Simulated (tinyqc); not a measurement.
Ellipsometry and reflectance of a transparent film on an absorbing substrate: one step of the calculation.

Air (index 1), film, substrate with N2 = n2 - i k2; time factor exp(+i w t). q_j = sqrt(N_j^2 - sin^2 th), root with positive real part. Fresnel coefficients r_s = (q_a - q_b)/(q_a + q_b), r_p = (N_b^2 q_a - N_a^2 q_b)/(N_b^2 q_a + N_a^2 q_b). tan(Psi) exp(i Delta) = R_p/R_s, Delta taken from 0 to 360 degrees.

Task. Psi, Delta and reflectances. beta = 2 pi d q1/lam, X = exp(-2 i beta), R = (r01 + r12 X)/(1 + r01 r12 X) for p and s.

Inputs (values chosen for the exercise): wavelength lam = 546.1 nm; film thickness d = 270 nm.

q1 = 1.3847856
r01,p = -0.089375516
r01,s = -0.53234773
r12,p = 0.35869222-0.00313432i
r12,s = -0.48417425+0.00305439i

Find: beta; X; R_p; R_s; Psi; Delta; |R_p|^2; |R_s|^2.

Result.

beta = 4.3018 rad
X = -0.68141-0.73190i
R_p = -0.33446-0.24716i
R_s = -0.32388+0.35417i
Psi = 40.910 degrees
Delta = 84.021 degrees
|R_p|^2 = 0.17295
|R_s|^2 = 0.23033

The bare substrate gives Psi = 19.00 and Delta = 179.41 degrees.

Program tinyqc, `OMP_NUM_THREADS=1 python tinyqc.py 2870224 2870225 out.jsonl`; Intel Xeon 2.30GHz, shared host, one thread, about 0.3 s.
